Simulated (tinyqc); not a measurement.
Leakage currents through a thin dielectric: one step, computed by the program tinyqc.

Electrons leave an electrode with Fermi energy E_F above its band bottom; barriers are counted from the Fermi level, and both electrodes are alike.

Problem. Transmission at the Fermi level. Field F = V/t; equivalent oxide thickness 3.9 t/k. WKB: a layer of mass m, field F and barrier b(x) = b_0 - e F x gives the exponent (4 sqrt(2 m)/(3 hbar e F)) [b_0^(3/2) - max(b_0 - e F t, 0)^(3/2)] for b_0 > 0; b_0 = barrier - (E - E_F); the transmission is D(E) = exp(-sum of exponents), without image force.

Inputs (values chosen for the exercise, modelled on a low-k dielectric): barrier height phi_B = 2.42 eV; tunnelling mass m = 0.47 m_0; thickness t = 2.4 nm; voltage V = 0.44 V.

Stack: single layer.

Constants: m_0 = 9.1093837015e-31 kg; e = 1.602176634e-19 C; hbar = 1.054571817e-34 J s.

Give: exponent of the dielectric; transmission D(E_F).

Solution.

exponent of the dielectric = 25.00

transmission D(E_F) = 1.395e-11
